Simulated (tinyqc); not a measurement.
Isochronal anneals: hydrogen passivation of interface dangling bonds: competing passivation and dissociation with distributed barriers. Computed by tinyqc, a small Python program. Command: `OMP_NUM_THREADS=1 python tinyqc.py 3022127 3022128 out.jsonl passiv walk`. One thread of a shared host (Intel(R) Xeon(R) Processor @ 2.30GHz), about 0.02 s of CPU time with the checks.

P_b + H2 gives P_bH + H at the rate k_f [H2]; P_bH gives P_b + H at the rate k_d. All defects start unpassivated. E_f and E_d are Gaussian and independent.

Inputs (values chosen for the exercise, close to those used for P_b centres at the silicon-oxide interface):
```
quantity                                      value          unit
passivation prefactor k_f0                  9.4e-07        cm^3/s
mean passivation barrier E_f                   1.57            eV
spread sigma_f                                0.078            eV
dissociation prefactor k_d0                 1.4e+13           1/s
mean dissociation barrier E_d                  2.67            eV
spread sigma_d                                0.099            eV
H2 in the oxide per atm, solubility factor  8.7e+17  1/(cm^3 atm)
hydrogen pressure p                               1           atm
anneal time t                                  2400             s
```

Constants: k_B = 8.617333262e-05 eV/K.

Method:
- [H2] = solubility factor x p; a = k_f0 [H2] exp(-E_f/(k_B T)), d = k_d0 exp(-E_d/(k_B T)). For one pair of barriers the active share is y = [d + a exp(-(a + d) t)]/(a + d).
- Temperatures in kelvin are T(C) + 273.15.
- Average y over both Gaussians with 40 x 40 Gauss-Hermite points.
- Minimise the averaged y over T between 150 and 900 C: find where ln y is equal at T - 0.05 and T + 0.05 C; T is rounded to 0.1 C.

best temperature = 391.6 C

Active share after the time t:
```
T (C)     a (1/s)     d (1/s)  single barriers  distributed
200    1.5478e-05  5.0875e-16       9.6353e-01   8.8168e-01
250    6.1378e-04  2.6584e-13       2.2922e-01   3.3404e-01
300    1.2807e-02  4.6611e-11       3.6396e-09   1.8168e-02
350    1.6411e-01  3.5668e-09       2.1734e-08   7.8606e-05
400    1.4397e+00  1.4329e-07       9.9526e-08   1.0759e-06
450    9.3541e+00  3.4543e-06       3.6928e-07   2.8546e-06
500    4.7709e+01  5.5174e-05       1.1565e-06   6.9200e-06
600    7.0906e+02  5.4328e-03       7.6618e-06   3.1145e-05
700    6.0518e+03  2.0828e-01       3.4415e-05   1.0637e-04
800    3.4637e+04  4.0471e+00       1.1683e-04   2.9521e-04
```

What follows from these numbers?

The distributed share is least at 400 C among these rows, 1.1e-6, and the search puts the optimum at 391.6 C. On the cold side defects with high E_f survive; on the hot side dissociation, with the larger barrier, gains on passivation with an energy E_d - E_f = 1.10 eV. In that row single barriers give 1.0e-7, so the spread raises the floor. Caution: atomic hydrogen, which both passivates and depassivates, and further passivation during cooling are left out. Caution: shares below about 1e-3 in these rows are formal; measured passivation levels off well above them.

Extremes, crossings and ranges named in words are read from the listed rows.
